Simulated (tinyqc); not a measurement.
# Electron continuity equation in a given potential, Scharfetter-Gummel discretisation: three discretisations compared

Steady state in one dimension: J = q mu n E + q D dn/dx with E = -dpsi/dx and D = mu Vt, dJ/dx = q (n/tau - G), fixed densities nL and nR at the ends. The potential is given, psi = U x/L, and is not changed by the electrons.

9 equal intervals. Fluxes J_i = (q D/h)(n_(i+1) P_i - n_i Q_i), d_i = (psi_(i+1) - psi_i)/Vt: Scharfetter-Gummel P = B(d), Q = B(-d), B(d) = d/(exp(d) - 1); central P = 1 - d/2, Q = 1 + d/2; upwind P = 1 + max(-d, 0), Q = 1 + max(d, 0). Balance at each inner node: J_i - J_(i-1) = q h (n_i/tau - G). The reference is Scharfetter-Gummel on 1800 intervals.

Parameters, values chosen for the exercise; mobility that of a made-up semiconductor: temperature T = 450 K; electron mobility mu = 9890 cm^2/(V s); length of the region L = 2.6 um; density at x = 0 nL = 3.4e12 cm^-3; density at x = L nR = 2.9e11 cm^-3; lifetime tau = 2.6e-11 s; uniform generation rate G = 0 cm^-3 s^-1; potential difference psi(L) - psi(0) U = 0.052 V.

Constants: q = 1.602176634e-19 C, kB = 1.380649e-23 J/K, Vt = kB T/q. Results are converted to the units shown.

Densities (cm^-3):
```
node  Scharfetter-Gummel   central    upwind  reference
0               3.400e12  3.400e12  3.400e12   3.400e12
1               2.716e12  2.715e12  2.731e12   2.713e12
2               2.167e12  2.166e12  2.190e12   2.163e12
3               1.725e12  1.725e12  1.752e12   1.721e12
4               1.368e12  1.368e12  1.395e12   1.364e12
5               1.078e12  1.077e12  1.103e12   1.073e12
6               8.376e11  8.370e11  8.584e11   8.338e11
7               6.345e11  6.341e11  6.497e11   6.317e11
8               4.560e11  4.558e11  4.642e11   4.544e11
9               2.900e11  2.900e11  2.900e11   2.900e11
```

Largest errors as a share of the largest reference density listed: Scharfetter-Gummel 0.14 %, central 0.12 %, upwind 0.94 %. The largest |d| is 0.149. Upwinding stays positive but acts as if D were larger by the factor 1 + |d|/2, up to 1.07 here.

Computed by the program tinyqc: `OMP_NUM_THREADS=1 python tinyqc.py 2220053 2220054 out.jsonl`, one thread of a shared Intel Xeon 2.30GHz, about 0.01 s for the whole run.
